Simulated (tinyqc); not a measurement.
Raising U: Hubbard chain of 4 sites, mean field against exact. Computed by the program tinyqc. 

one-body matrix (hopping and site energies) (eV):
```
         1        2        3        4
1  -0.2700  -0.6800   0.0000   0.0000
2  -0.6800   0.1200  -0.6800   0.0000
3   0.0000  -0.6800   0.2200  -0.6800
4   0.0000   0.0000  -0.6800   0.3200
```

electrons, up and down: 2  1

Collinear unrestricted mean field (the lowest of 40 random starts) against exact diagonalisation.

Exact and mean-field results (eV):
```
U          U/t   E exact  E mean field  mean |n_up - n_down|  double occupancy, exact  first gap in the sector
0.340    0.500  -2.22748      -2.21935                 0.261                    0.115                    0.653
0.680    1.000  -2.08126      -2.04954                 0.281                    0.100                    0.630
1.360    2.000  -1.84564      -1.73350                 0.349                    0.074                    0.558
2.040    3.000  -1.67152      -1.47249                 0.455                    0.055                    0.483
2.720    4.000  -1.54239      -1.28447                 0.547                    0.041                    0.417
4.080    6.000  -1.37036      -1.06027                 0.649                    0.024                    0.319
5.440    8.000  -1.26463      -0.96740                 0.732                    0.016                    0.255
8.160   12.000  -1.14500      -0.91085                 0.742                    0.008                    0.180
13.600  20.000  -1.04011      -0.86561                 0.747                 2.99e-03                    0.112
```

In absolute terms mean field is worst at U/t = 6.0, 0.310 eV too high: at small U it is nearly exact, and at large U it still misses the motion of the hole through a fluctuating spin background. Relative to the exact energy its error is 0.4 % at the smallest U, 24 % at most and 17 % at the largest. The double occupancy falls from 0.115 to 0.003.
